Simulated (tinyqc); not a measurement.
Width of the well: quantum-confined Stark effect in a modulator well.

Envelopes on cells of 0.5 angstrom over the well |z| < L/2 and 45 angstrom of barrier on each side, psi = 0 beyond, psi'/m continuous (mean mass between points), c = hbar^2/2m0. The electron sees + e F z and the hole - e F z, each with its offset in the barriers; 1 kV/cm = 1e-5 eV/angstrom. Light holes, band mixing and escape by tunnelling are left out.

Exciton: in-plane function exp(-rho/lam), 1/mu = 1/me + 1/mp, E(lam) = c/(mu lam^2) - (q/eps) times the integral over k of Fm(k)(1 + (k lam/2)^2)^(-3/2), Fm(k) the double integral of psi_e^2 psi_h^2 exp(-k |z - z'|), q = e^2/(4 pi eps0); binding Eb = -E at the minimum. Line at Eg + E_e + E_h - Eb, strength proportional to overlap^2/lam^2.

Constants: hbar^2/2m0 = 3.80998211 eV angstrom^2; e^2/(4 pi eps0) = 14.39964547 eV angstrom; hc = 1239.841984 eV nm.

Inputs chosen for the exercise (near those of an InGaAsP well in InP; shifted at random, so the results belong to these values and not to a real crystal):
- Vc = 0.181 eV (conduction offset)
- Vv = 0.278 eV (heavy-hole offset)
- me = 0.0481 m0 (electron, well)
- meb = 0.0767 m0 (electron, barrier)
- mh = 0.373 m0 (heavy hole along z, well)
- mhb = 0.519 m0 (heavy hole, barrier)
- Eg = 0.846 eV (gap of the well)
- mp = 0.104 m0 (heavy hole in the plane)
- eps = 13.2 (dielectric constant)
- Ls = (56, 74, 92, 112, 136, 164) angstrom (widths)
- F_L = 68 kV/cm (field for this table)

Zero-field line, its shift at F_L and the relative strength.

Results:
```
L (angstrom)  line at F = 0 (nm)  Eb (meV)  shift (meV)  relative strength  shift x strength (meV)
56                        1338.2      6.90        -2.23              0.944                    2.10
74                        1375.2      6.59        -4.50              0.842                    3.79
112                       1416.5      6.03       -13.88              0.416                    5.78
136                       1430.4      5.74       -22.76              0.192                    4.37
164                       1440.9      5.44       -35.36              0.060                    2.14
```

Give the missing row, L (angstrom) = 92.

Computed row:
```
L (angstrom)  line at F = 0 (nm)  Eb (meV)  shift (meV)  relative strength  shift x strength (meV)
92                        1398.9      6.31        -8.16              0.658                    5.37
```

The shift grows with exponent 2.52 in L over the first two rows and 2.35 over the last two, against 4 for hard walls at second order; leakage lowers it in narrow wells and saturation in wide ones. The strength falls from 0.94 to 0.06, and the product of the two is largest at 112 angstrom.

Computed by tinyqc, a small Python program: `OMP_NUM_THREADS=1 python tinyqc.py 1280919 1280920 out.jsonl` (the numbers bound the seed that draws the inputs); one thread of a shared host (Intel(R) Xeon(R) Processor @ 2.30GHz), about 0.2 s for the whole set of steps.
